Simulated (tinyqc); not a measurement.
MOS structure on a p-type body, non-linear Poisson equation by Newton steps: one step of the calculation.

One dimension, insulator interface at x = 0, acceptor density Na, uniform, net doping C = -(acceptor density). psi is counted from the intrinsic level: n = ni exp((psi - Vb)/Vt), p = ni exp(-psi/Vt); deep in the body psi_b = -Vt ln(Na/ni). The gate acts through Cox = eps0 eox/tox and has the potential psi_G = Vg - (phiM - chi - Vt ln(Nc/ni)). Boltzmann statistics, full ionisation, classical densities, no oxide or interface charge. Acceptors in real wide-gap material are deep and only partly ionised in the neutral body.

Task. Densities, residual and Jacobian diagonal. n_i = ni exp((psi_i - Vb)/Vt), p_i = ni exp(-psi_i/Vt), rho_i = p_i - n_i + C_i, g_i = (n_i + p_i)/Vt. Box widths w_i = (h_(i-1) + h_i)/2 in cm. Residual F_i = a_i (psi_(i+1) - psi_i) - a_(i-1) (psi_i - psi_(i-1)) + q rho_i w_i; Jacobian: a_(i-1) and a_i beside the diagonal, b_i = -a_(i-1) - a_i - q g_i w_i on it. Node 0 is free: w_0 = h_0/2, F_0 = a_0 (psi_1 - psi_0) + Cox (psi_G - psi_0) + q rho_0 w_0, b_0 = -a_0 - Cox - q g_0 w_0, with Cox = eps0 eox/tox, psi_G = Vg - (phiM - chi - Vt ln(Nc/ni)). The last node is fixed.

Inputs (values chosen for the exercise); band and dielectric values close to those of 4H silicon carbide:
- T = 250 K (temperature)
- Eg = 3.21 eV (band gap)
- Nc = 1.29e19 cm^-3 (conduction-band density of states at T)
- Nv = 1.91e19 cm^-3 (valence-band density of states at T)
- chi = 3.54 eV (electron affinity)
- eox = 21.7 (relative permittivity of the gate insulator (close to hafnium oxide))
- tox = 3.9 nm (insulator thickness)
- phiM = 3.95 eV (gate work function)
- Vb = 0.7 V (electron quasi-Fermi potential against the body)
- Vg = 0.67 V (gate voltage against the body)

Constants: q = 1.602176634e-19 C, kB = 1.380649e-23 J/K, Vt = kB T/q, eps0 = 8.8541878128e-14 F/cm where lengths are in cm. Results are converted to the units shown.

```
node  x (nm)  psi at the start (V)  net doping C (cm^-3)
0          0             2.2110087                 -2e17
1        0.4             2.1900016                 -2e17
2       1.11             2.1528603                 -2e17
3       2.35             2.0884432                 -2e17
4       4.55             1.9755608                 -2e17
5       8.43             1.7808598                 -2e17
6       15.3             1.4498391                 -2e17
7       27.4             0.9094624                 -2e17
8       48.7             0.0903896                 -2e17
9       86.3            -0.9440461                 -2e17
10       153            -1.5110087                 -2e17
11       270            -1.5110087                 -2e17
```

coupling a_i, interval 0 to 10 (F/cm^2): 2.1559947e-5  1.2146449e-5  6.9548217e-6  3.9199904e-6  2.2226750e-6  1.2553099e-6  7.1272553e-7  4.0488164e-7  2.2936114e-7  1.2929504e-7  7.3709222e-8
ni = 6.9252521e-14 cm^-3

Wanted: n; p; residual F; diagonal b.

Result.

```
node  n (cm^-3)  p (cm^-3)
0      2.000e17  1.856e-58
1      7.543e16  4.920e-58
2      1.345e16  2.759e-57
3      6.764e14  5.486e-56
4      3.586e12  1.035e-53
5       4.262e8  8.707e-50
6         90.47  4.102e-43
7      1.156e-9  3.210e-32
8     3.558e-26  1.043e-15
9     4.988e-47    7.440e5
10    1.856e-58   2.000e17
11    1.856e-58   2.000e17
```

```
node  residual F (1e-6 C/cm^2)  diagonal b (F/cm^2)
0                       -2.180            -2.652e-5
1                       -0.001            -3.374e-5
2                        0.000            -1.911e-5
3                        0.000            -1.088e-5
4                        0.000            -6.143e-6
5                        0.000            -3.478e-6
6                        0.000            -1.968e-6
7                        0.000            -1.118e-6
8                        0.000            -6.342e-7
9                       -0.003            -3.587e-7
10                       0.073            -1.386e-5
```

Program tinyqc, `OMP_NUM_THREADS=1 python tinyqc.py 2080165 2080166 out.jsonl`; Intel Xeon 2.30GHz, shared host, one thread, about 0.6 s.
